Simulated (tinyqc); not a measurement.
## Van der Pauw, Hall and four-point-probe measurements on a doped layer: correction factor against the shape of the sample

A uniform n-type layer with sheet resistance Rs = 1/(q ns mu), point contacts, low field (mu B small).

Rs = 1/(q ns mu). For a rectangle with contacts at the corners, RA = (8 Rs/pi) sum_(k>=0) ln coth((2k + 1) pi a/(2 b)) with current along a short side b and voltage along the opposite one, RB the same with a and b exchanged. ar = a/b. F = Rs/[(pi/ln 2)(RA + RB)/2]; small-asymmetry estimate 1 - (ln 2/2) d^2 - ((ln 2)^2/4 - (ln 2)^3/12) d^4 with d = (RB - RA)/(RB + RA).

Values chosen for this exercise: sheet density of the layer ns = 3.3e14 cm^-2; drift mobility mu = 160 cm^2/(V s).

Constants: q = 1.602176634e-19 C. Results are converted to the units shown.

Correction factor against the shape of the sample:

| ar | RA (ohm) | RB (ohm) | RB/RA | F | estimate of F |
|---|---|---|---|---|---|
| 1 | 26.08 | 26.08 | 1.000 | 1.000 | 1.000 |
| 1.34 | 8.943 | 58.45 | 6.536 | 0.7740 | 0.7861 |
| 1.69 | 2.977 | 96.93 | 32.55 | 0.5221 | 0.6213 |
| 2.03 | 1.023 | 136.2 | 133.1 | 0.3803 | 0.5767 |
| 2.37 | 0.3516 | 176.0 | 500.6 | 0.2958 | 0.5653 |
| 2.71 | 0.1208 | 216.1 | 1788 | 0.2413 | 0.5623 |
| 3.06 | 0.04024 | 257.4 | 6397 | 0.2026 | 0.5614 |
| 3.4 | 0.01383 | 297.6 | 2.152e4 | 0.1753 | 0.5612 |

Read the table: what changes, and by how much?

RB/RA rises from 1.00 to 21500 and F falls from 1.00 to 0.175. The estimate is 19 % above F at a/b = 1.69 and 3.20 times it in the last row. RA shrinks about as exp(-pi a/b): by a factor of 2.91 between the last two rows, against 2.91.

Computed by the program tinyqc: `OMP_NUM_THREADS=1 python tinyqc.py 2850169 2850170 out.jsonl`, one thread of a shared Intel Xeon 2.30GHz, about 0.01 s for the whole run.
